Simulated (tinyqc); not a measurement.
Inside a calculation. Model: punch-through p+-n junction, ionisation integral and breakdown.

Program tinyqc, `OMP_NUM_THREADS=1 python tinyqc.py 2120023 2120024 out.jsonl`; Intel Xeon 2.30GHz, shared host, one thread, about 0.1 s. Printed values are rounded.

A p+ layer at x < 0 and an n drift layer from x = 0 to L on an n+ substrate. Depletion approximation, built-in voltage neglected. Local ionisation coefficients alpha_n = an exp(-(bn/E)^mx), alpha_p = ap exp(-(bp/E)^mx). Electrons move towards +x, holes towards x = 0.

Parameters, values chosen for the exercise; material values close to those of silicon:
```
symbol   value   unit                                           meaning
eps_r     11.8                                    relative permittivity
an      7.04e5   1/cm  prefactor of the electron ionisation coefficient
bn       1.2e6   V/cm                      field constant for electrons
ap      1.63e6   1/cm      prefactor of the hole ionisation coefficient
bp      2.02e6   V/cm                          field constant for holes
mx           1                                                 exponent
N       2.1e14  cm^-3                  donor density of the drift layer
L           52     um                      thickness of the drift layer
V          562      V                                   reverse voltage
fr           1         share of the depleted width that the grid covers
```

Constants: q = 1.602176634e-19 C, eps0 = 8.8541878128e-14 F/cm where lengths are in cm. Results are converted to the units shown.

## Field and ionisation coefficients on a grid

W = sqrt(2 eps0 eps_r V/(q N)), peak field E0 = q N W/(eps0 eps_r), falling linearly to 0 at W; if W > L the layer is punched through: W = L, E0 = V/L + q N L/(2 eps0 eps_r), falling linearly to E1 = V/L - q N L/(2 eps0 eps_r). Grid: 11 equal steps from 0 to fr W.

W = 52 um
x, point 0 to 11 (um): [0.00000, 4.72727, 9.45455, 14.18182, 18.90909, 23.63636, 28.36364, 33.09091, 37.81818, 42.54545, 47.27273, 52.00000]
E, point 0 to 11 (kV/cm): [191.8052, 176.5819, 161.3586, 146.1352, 130.9119, 115.6886, 100.4653, 85.24193, 70.01860, 54.79527, 39.57195, 24.34862]
alpha_n, point 0 to 11 (1/cm): [1350.442, 787.4660, 414.7519, 191.1316, 73.55730, 22.01799, 4.572711, 0.5416988, 0.02538063, 2.170973e-4, 4.762160e-8, 2.778147e-16]
alpha_p, point 0 to 11 (1/cm): [43.49185, 17.54273, 5.961891, 1.618142, 0.3242851, 0.04257120, 0.003020411, 8.329125e-5, 4.819693e-7, 1.592729e-10, 1.104274e-16, 1.522047e-30]

## Ionisation integrals by the trapezoid rule

G(x) = integral from 0 to x of (alpha_n - alpha_p); I_n = integral of alpha_n exp(-G) (electrons injected at x = 0), I_p = integral of alpha_p exp(G(end) - G) (holes injected at the far edge); M = 1/(1 - I). All integrals by the trapezoid rule on the grid.

G, point 0 to 11: [0.000000, 0.490897, 0.769502, 0.910919, 0.973023, 0.995527, 1.001801, 1.003009, 1.003143, 1.003149, 1.003149, 1.003149]
alpha_n exp(-G), point 0 to 11 (1/cm): [1350.442, 481.990, 192.131, 76.864, 27.800, 8.136, 1.679, 0.199, 0.009, 0.000, 0.000, 0.000]
I_n = 0.6920868
I_p = 0.04645178
M_n = 3.247669
M_p = 1.048715

A grid of 1500 steps over the whole width gives I_n = 0.6387 and I_p = 0.03913; the coarse I_n is 8.4 % above and the coarse I_p 19 % above those values. Electrons multiply more: on this coarse grid M - 1 is 46.1 times as large for them.

## Breakdown voltage by secant steps

G(x) = integral from 0 to x of (alpha_n - alpha_p); I_n = integral of alpha_n exp(-G) (electrons injected at x = 0), I_p = integral of alpha_p exp(G(end) - G) (holes injected at the far edge); M = 1/(1 - I). Secant steps on ln I_n(V) = 0 with the integrals on a fine grid (1500 steps), from the points V = 597 and 647 V; stop when the step is below 1e-7 of V.

Course of the iteration:
```
step     V (V)        I_n  change of V (V)
1          647  0.8704538             43.8
2     690.7655  0.9538500             22.6
3     713.3671  0.9861917             9.42
4     722.7920  0.9976961             1.87
5     724.6664  0.9998539            0.127
6     724.7932  0.9999983          1.48e-3
7     724.7947   1.000000          1.10e-6
```

Breakdown at 724.79 V, with a peak field of 223.1 kV/cm and W = 52.00 um. The integral for holes reaches 1 at the same voltage.
